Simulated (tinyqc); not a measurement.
A barrier in a uniform field, exact transmission by Airy functions: two steps of the calculation.

The left lead has its band edge at 0, the barrier edge falls as U(x) = U0 - F x with F = V/d for 0 < x < d, and the right lead has its edge at -V. No transverse momentum; C = hbar^2/(2 m0); psi and psi'/m are continuous. M carries (psi, psi'/m) across the barrier.

Values chosen for this exercise; masses and offsets close to those of GaAs wells and AlGaAs barriers; the mass of the right lead is set freely: mass in the left lead mL = 0.068 m0; barrier edge at x = 0 U0 = 0.25 eV; mass in the barrier m1 = 0.091 m0; electron energy E = 0.034 eV; barrier width d = 7.2 nm; voltage across the barrier V = 0.08 V; mass in the right lead mR = 0.059 m0.

Constants: q = 1.602176634e-19 C, hbar = 1.054571817e-34 J s, m0 = 9.1093837015e-31 kg, hbar^2/(2 m0) = 0.0380998212 eV nm^2. Results are converted to the units shown.

Task 1. Scaled variables. Energy scale e = (C F^2/m1)^(1/3), z(x) = (U(x) - E)/e, s = (dz/dx)/m1 = -F/(e m1); v = k/m in a lead. vL = sqrt(mL E/C)/mL, vR = sqrt(mR (E + V)/C)/mR.

Wanted: F; e; z1; z2; s; vL; vR.

Result 1.

F = 0.011111 V/nm
e = 0.037251 eV
z1 = 5.7986
z2 = 3.6510
s = -3.2778 1/nm
vL = 3.6226 1/nm
vR = 7.1214 1/nm

Both z are positive: the whole barrier is forbidden.

Task 2. Transfer matrix. With a = Ai, a' = Ai', b = Bi, b' = Bi' at z1 (left edge) and z2 (right edge): M11 = pi (a2 b1' - b2 a1'), M12 = (pi/s)(b2 a1 - a2 b1), M21 = pi s (a2' b1' - b2' a1'), M22 = pi (b2' a1 - a2' b1).

Airy functions:
```
,Ai,Ai',Bi,Bi'
z1,1.6358594e-5,-4.0068529e-5,4043.5998,9553.9258
z2,0.0019235899,-0.0037973560,43.454828,79.692890
```

s = -3.2778111 1/nm

Give: M (M12 in nm, M21 in 1/nm).

Result 2.

M (M12 in nm, M21 in 1/nm):
```
,1,2
1,57.74,7.454
2,373.6,48.24
```

Numbers from tinyqc (`OMP_NUM_THREADS=1 python tinyqc.py 2580039 2580040 out.jsonl`; about 0.01 s on one thread of a shared Intel Xeon 2.30GHz).
